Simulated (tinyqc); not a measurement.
Fitting sp3s* parameters to three gaps by Newton steps, step by step. Values are carried at full precision from step to step, so a last printed digit may differ when a step is redone from the rounded ones.

sp3s* tight binding, nearest neighbours only: anion (a) at 0, cation (c) at a/4 (1,1,1), orbitals s, px, py, pz, s* on each; k in units of 2 pi/a. With phases e_j = exp(i (pi/2) k.n_j) for n = (1,1,1), (1,-1,-1), (-1,1,-1), (-1,-1,1): g0 = (e1+e2+e3+e4)/4, g1 = (e1+e2-e3-e4)/4, g2 = (e1-e2+e3-e4)/4, g3 = (e1-e2-e3+e4)/4. The diagonal holds the levels Esa, Epa, Exa (s*) and Esc, Epc, Exc. Anion-cation block: <sa|sc> = Vss g0; <sa|xc> = Vsapc g1; <xa|sc> = -Vscpa g1; <xa|xc> = Vxx g0; <xa|yc> = <ya|xc> = Vxy g3, <xa|zc> = <za|xc> = Vxy g2, <ya|zc> = <za|yc> = Vxy g1; <s*a|xc> = Vxapc g1; <xa|s*c> = -Vpaxc g1; y and z take g2 and g3 in place of g1; s-s* and s*-s* vanish.

Gaps are level 5 at Gamma, X = (1,0,0) and L = (1/2,1/2,1/2) less level 4 at Gamma; no spin-orbit coupling. Free parameters: Vss, Esc and Esa. H is linear in them, so by Hellmann-Feynman J_ij = <u|dH/dp_j|u> for level 5 at point i less the same for level 4 at Gamma. Newton: p(new) = p + J^-1 (target - gaps); stop when all misses are below 1e-7 eV.

Values chosen for the exercise (out of a larger set: near a published set for InP, fitted to gaps, whose masses and valley positions are rough; not measured data): p = (-8.571, 0.879, -1.488, 4.077, 8.257, 7.094, -5.35, 1.869, 4.203, 2.233, 5.584, 3.471, 4.507) eV (start, order Esa, Epa, Esc, Epc, Exa, Exc, Vss, Vxx, Vxy, Vsapc, Vscpa, Vxapc, Vpaxc); tg = (1.2241, 2.521, 1.7731) eV (target gaps at Gamma, X, L).

## Gaps of the starting set

Compute the gaps and the misses.

gaps (eV): Gamma 1.3681, X 2.4350, L 1.8786

target less gap (eV): Gamma -0.1440, X 0.0860, L -0.1055

## The Jacobian

Form J and its singular values.

J:
```
           Vss     Esc     Esa
Gamma  -0.8339  0.7760  0.2240
X       0.0000  0.0000  0.0293
L      -0.1668  0.3922  0.0709
```

singular values: 1.2278  0.1642  0.0288

The gap at Gamma answers to Vss, Esc and Esa. The condition number is 42.7.

## The first Newton step

Solve J dp = target less gap; the columns of J are Vss, Esc and Esa.

dp (eV): Vss 0.359, Esc -0.646, Esa 2.930

## The iteration

Repeat with J formed anew.

Newton steps (eV):

| i | Vss | Esc | Esa | Gamma | X | L | largest miss |
|---|---|---|---|---|---|---|---|
| 0 | -5.3500 | -1.4880 | -8.5710 | 1.3681 | 2.4350 | 1.8786 | 0.14 |
| 1 | -4.9911 | -2.1339 | -5.6406 | 1.3845 | 2.5488 | 1.8262 | 0.16 |
| 2 | -4.9977 | -2.1119 | -6.1832 | 1.2306 | 2.5225 | 1.7764 | 0.0065 |
| 3 | -5.0043 | -2.1149 | -6.2167 | 1.2241 | 2.5210 | 1.7731 | 1.3e-05 |
| 4 | -5.0043 | -2.1149 | -6.2169 | 1.2241 | 2.5210 | 1.7731 | 1.6e-10 |

Converged in 4 steps; the miss goes 0.14, 0.16, 0.0065, 1.3e-05, about squaring each time once it is small. The largest change is 2.354 eV in Esa, for a first miss of 0.144 eV: the smallest singular value of J is only 0.029, so some parameter must move far to cure a small miss.

## Checks

- J by Hellmann-Feynman against central differences: largest difference 2.7e-10.

tinyqc: `OMP_NUM_THREADS=1 python tinyqc.py 1481291 1481292 out.jsonl`; about 0.4 s, one thread, shared Intel(R) Xeon(R) Processor @ 2.30GHz.
